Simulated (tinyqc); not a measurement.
Physical sputtering: collision-cascade yield, angular dependence, faceting and resputtering in deposition: one step, computed by the program tinyqc.

Ions start collision cascades; atoms that reach the surface with more than U leave. The target is amorphous or fine-grained.

Question. Yield at normal incidence. gamma = 4 M1 M2/(M1 + M2)^2; threshold E_th = 6.7 U/gamma for M1 >= M2, else U (1 + 5.7 M1/M2)/gamma. eps = 0.03255 M2 E/(Z1 Z2 (M1 + M2) z), z = (Z1^(2/3) + Z2^(2/3))^(1/2), E in eV; s_n = 3.441 sqrt(eps) ln(eps + 2.718)/(1 + 6.355 sqrt(eps) + eps (6.882 sqrt(eps) - 1.708)); S_n = 84.78 Z1 Z2 M1 s_n/((M1 + M2) z) in eV angstrom^2; alpha = 0.249 (M2/M1)^0.56 + 0.0035 (M2/M1)^1.5 for M1 <= M2, else 0.0875 (M2/M1)^(-0.15) + 0.165 M2/M1; Y0 = 0.042 Q alpha S_n/U [1 - sqrt(E_th/E)]^2.5 (the electronic-loss factor of the full formula is dropped). Erosion rate = Y0 J/(e N); 1 cm^2 = 1e14 nm^2.

Inputs (values chosen for the exercise, modelled on krypton ions on cobalt):

| quantity | value | unit |
|---|---|---|
| ion Z1 | 36 | - |
| ion mass M1 | 83.8 | u |
| target Z2 | 27 | - |
| target mass M2 | 58.9 | u |
| surface binding energy U | 4.39 | eV |
| target density N | 90.9 | 1/nm^3 |
| fit factor Q | 0.9 | - |
| ion energy E | 6400 | eV |
| current density J | 2.5 | mA/cm^2 |

Constants: e = 1.602176634e-19 C.

Give: energy transfer factor gamma; threshold E_th; reduced energy eps; nuclear stopping S_n; alpha; yield Y0; erosion rate.

Answer.

energy transfer factor gamma = 0.96955

threshold E_th = 30.337 eV

reduced energy eps = 0.019829

nuclear stopping S_n = 2815.5 eV angstrom^2

alpha = 0.20822

yield Y0 = 4.2234 atoms per ion

erosion rate = 434.99 nm/min

The threshold factor is 0.837; the energy cost is 1520 eV per removed atom, 345 times U.
